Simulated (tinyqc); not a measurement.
Worked calculation: harmonic frequencies on the PBE/sto-3g surface (energies and gradients from PySCF), for BeH2, spin multiplicity 1. One step of it, computed by the program tinyqc.

Question. One row of the Hessian: 3Hy. Displace 3Hy by +/-0.01 bohr; H(k, :) = (g(+) - g(-)) / (2 delta).

optimised positions (bohr), order 1Be, 2H, 3H:
$$\begin{pmatrix}
-0.057291 & -0.070559 & 0.001472 \\
-0.045684 & 2.412985 & -0.078224 \\
-0.068996 & -2.554080 & 0.080518
\end{pmatrix}$$

gradient at +delta (hartree/bohr), order 1Be, 2H, 3H:
$$\begin{pmatrix}
-0.00000723 & -0.00206643 & 0.00007178 \\
-0.00000102 & 0.00003547 & -0.00000447 \\
0.00000825 & 0.00203096 & -0.00006732
\end{pmatrix}$$

gradient at -delta (hartree/bohr), order 1Be, 2H, 3H:
$$\begin{pmatrix}
0.00001032 & 0.00200769 & -0.00004688 \\
-0.00000040 & -0.00000925 & -0.00000857 \\
-0.00000992 & -0.00199845 & 0.00005545
\end{pmatrix}$$

Give: row of the Hessian.

Answer.

row of the Hessian (hartree/bohr^2): 1Bex -0.000877, 1Bey -0.203706, 1Bez 0.005933, 2Hx -0.000031, 2Hy 0.002236, 2Hz 0.000205, 3Hx 0.000908, 3Hy 0.201470, 3Hz -0.006138
